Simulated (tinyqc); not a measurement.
Empirical pseudopotential in a few plane waves, step by step. One step of it, computed by the program tinyqc.

Task: Bloch Hamiltonian at k. Basis: the 15 shortest G (labels in 2 pi/a), the same at every k. H(G,G') = c |k + G|^2 delta + VS(|G-G'|^2) cos((G-G').tau) + i VA sin((G-G').tau), tau = a/8 (1,1,1); 1 Ry = 13.605693 eV.

Parameters chosen for this model: fcc lattice, atoms at +/- a/8 (1,1,1); form factors in rydberg at |G|^2 in units of (2 pi/a)^2:
```
parameter                 value      unit
a                      6.430000  angstrom
VS(3)                 -0.257000        Ry
VS(8)                  0.049000        Ry
VS(11)                 0.030000        Ry
VA(3)                         0        Ry
VA(4)                         0        Ry
VA(11)                        0        Ry
hbar^2/2m (2 pi/a)^2   3.637983        eV
```

k point k (2 pi / a): [-0.080000, -0.390000, -0.470000]

Give: H(k) at k.

Result:

H(k) at k (eV), order +0+0+0, -1-1-1, -1-1+1, -1+1-1, -1+1+1, +1-1-1, +1-1+1, +1+1-1, +1+1+1, -2+0+0, +0-2+0, +0+0-2, +0+0+2, +0+2+0, +2+0+0:
```
[[1.380, 2.473, -2.473, -2.473, -2.473, -2.473, -2.473, -2.473, 2.473, 0.000, 0.000, 0.000, 0.000, 0.000, 0.000],
 [2.473, 19.134, 0.000, 0.000, -0.667, 0.000, -0.667, -0.667, 0.000, -2.473, -2.473, -2.473, -0.289, -0.289, -0.289],
 [-2.473, 0.000, 12.294, 0.667, 0.000, 0.667, 0.000, 0.000, -0.667, -2.473, -2.473, 0.289, 2.473, -0.289, -0.289],
 [-2.473, 0.000, 0.667, 13.458, 0.000, 0.667, 0.000, 0.000, -0.667, -2.473, 0.289, -2.473, -0.289, 2.473, -0.289],
 [-2.473, -0.667, 0.000, 0.000, 6.619, 0.000, 0.667, 0.667, 0.000, 2.473, -0.289, -0.289, -2.473, -2.473, 0.289],
 [-2.473, 0.000, 0.667, 0.667, 0.000, 17.969, 0.000, 0.000, -0.667, 0.289, -2.473, -2.473, -0.289, -0.289, 2.473],
 [-2.473, -0.667, 0.000, 0.000, 0.667, 0.000, 11.130, 0.667, 0.000, -0.289, 2.473, -0.289, -2.473, 0.289, -2.473],
 [-2.473, -0.667, 0.000, 0.000, 0.667, 0.000, 0.667, 12.294, 0.000, -0.289, -0.289, 2.473, 0.289, -2.473, -2.473],
 [2.473, 0.000, -0.667, -0.667, 0.000, -0.667, 0.000, 0.000, 5.455, -0.289, -0.289, -0.289, -2.473, -2.473, -2.473],
 [0.000, -2.473, -2.473, -2.473, 2.473, 0.289, -0.289, -0.289, -0.289, 17.096, 0.667, 0.667, -0.667, -0.667, 0.000],
 [0.000, -2.473, -2.473, 0.289, -0.289, -2.473, 2.473, -0.289, -0.289, 0.667, 21.607, 0.667, -0.667, 0.000, -0.667],
 [0.000, -2.473, 0.289, -2.473, -0.289, -2.473, -0.289, 2.473, -0.289, 0.667, 0.667, 22.772, 0.000, -0.667, -0.667],
 [0.000, -0.289, 2.473, -0.289, -2.473, -0.289, -2.473, 0.289, -2.473, -0.667, -0.667, 0.000, 9.093, 0.667, 0.667],
 [0.000, -0.289, -0.289, 2.473, -2.473, -0.289, 0.289, -2.473, -2.473, -0.667, 0.000, -0.667, 0.667, 10.257, 0.667],
 [0.000, -0.289, -0.289, -0.289, 0.289, 2.473, -2.473, -2.473, -2.473, 0.000, -0.667, -0.667, 0.667, 0.667, 14.768]]
```
